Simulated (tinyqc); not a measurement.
Worked calculation: Born-Oppenheimer dynamics on the RHF/6-31g surface (energies and gradients from PySCF), for H3-, spin multiplicity 1. The basis has no diffuse functions, so it cannot describe the extra electron: this is an exercise in the method, not the real anion. Computed by tinyqc, a small Python program that keeps every step (integrals from PySCF). Settings: charge = -1, multiplicity = 1, basis = 6-31g, time step (fs) = 0.5, steps = 16. Command: `OMP_NUM_THREADS=1 python tinyqc.py 22369 22370 out.jsonl` (the two numbers bound the seeds that draw the settings). One thread of a shared host (Intel(R) Xeon(R) Processor @ 2.60GHz), about 0.7 s of CPU time with the checks.

## Velocity Verlet step 1

positions (bohr):
```
         x        y        z
1H  0.0983  -0.0302  -0.0491
2H  0.0529  -0.0718   1.5401
3H  0.1228   0.0643  -1.5250
```

velocities (bohr per atomic time unit):
```
             x           y           z
1H   0.0000133  -0.0000320  -0.0000670
2H  -0.0000687  -0.0001040  -0.0000040
3H   0.0000553   0.0001360   0.0000710
```

gradient (hartree/bohr):
```
            x          y          z
1H   0.000294   0.000852  -0.015288
2H   0.002516   0.004995  -0.111152
3H  -0.002811  -0.005847   0.126441
```

masses (electron masses): 1H 1837.1526, 2H 1837.1526, 3H 1837.1526

gradient after step 1 (hartree/bohr):
```
            x          y          z
1H   0.000322   0.000690  -0.014140
2H   0.002483   0.005024  -0.106565
3H  -0.002805  -0.005714   0.120705
```

dt = 0.5 fs = 20.6707 atomic units; x' = x + v dt - g dt^2 / (2m); after the new gradient g', v' = v - (g + g') dt / (2m).

positions after step 1 (bohr):
```
         x        y        z
1H  0.0985  -0.0310  -0.0487
2H  0.0512  -0.0745   1.5530
3H  0.1243   0.0677  -1.5382
```

velocities after step 1 (bohr per atomic time unit):
```
             x           y           z
1H   0.0000099  -0.0000407   0.0000986
2H  -0.0000968  -0.0001604   0.0012208
3H   0.0000869   0.0002010  -0.0013194
```

## Velocity Verlet step 2

gradient after step 2 (hartree/bohr):
```
            x          y          z
1H   0.000364   0.000133  -0.010333
2H   0.002209   0.004746  -0.093851
3H  -0.002573  -0.004880   0.104184
```

As before.

positions after step 2 (bohr):
```
         x        y        z
1H  0.0987  -0.0319  -0.0451
2H  0.0489  -0.0784   1.5906
3H  0.1264   0.0726  -1.5796
```

velocities after step 2 (bohr per atomic time unit):
```
             x           y           z
1H   0.0000060  -0.0000453   0.0002362
2H  -0.0001232  -0.0002153   0.0023483
3H   0.0001172   0.0002606  -0.0025845
```

## Energy conservation

The total energy should stay constant up to terms of order dt^2; the step counts as short enough if it moves by less than 2 % of the largest kinetic energy.

Trajectory:
```
time (fs)  1H-2H (angstrom)  potential (hartree)  kinetic (hartree)  total (hartree)
0.0000               0.8416            -1.507308           0.000044        -1.507264
0.5000               0.8483            -1.510389           0.003055        -1.507335
1.0000               0.8663            -1.518896           0.011386        -1.507510
1.5000               0.8946            -1.530099           0.022409        -1.507690
2.0000               0.9316            -1.541059           0.033254        -1.507805
2.5000               0.9750            -1.549703           0.041860        -1.507844
3.0000               1.0228            -1.555100           0.047274        -1.507825
3.5000               1.0727            -1.557213           0.049434        -1.507778
4.0000               1.1229            -1.556516           0.048793        -1.507723
4.5000               1.1718            -1.553681           0.046011        -1.507671
5.0000               1.2181            -1.549386           0.041759        -1.507627
5.5000               1.2608            -1.544226           0.036634        -1.507592
6.0000               1.2991            -1.538686           0.031120        -1.507566
6.5000               1.3321            -1.533145           0.025599        -1.507546
7.0000               1.3593            -1.527892           0.020361        -1.507531
7.5000               1.3801            -1.523150           0.015630        -1.507520
8.0000               1.3940            -1.519089           0.011578        -1.507511
```

The total energy moves within 5.8e-04 hartree, under 2 % of the largest kinetic energy.
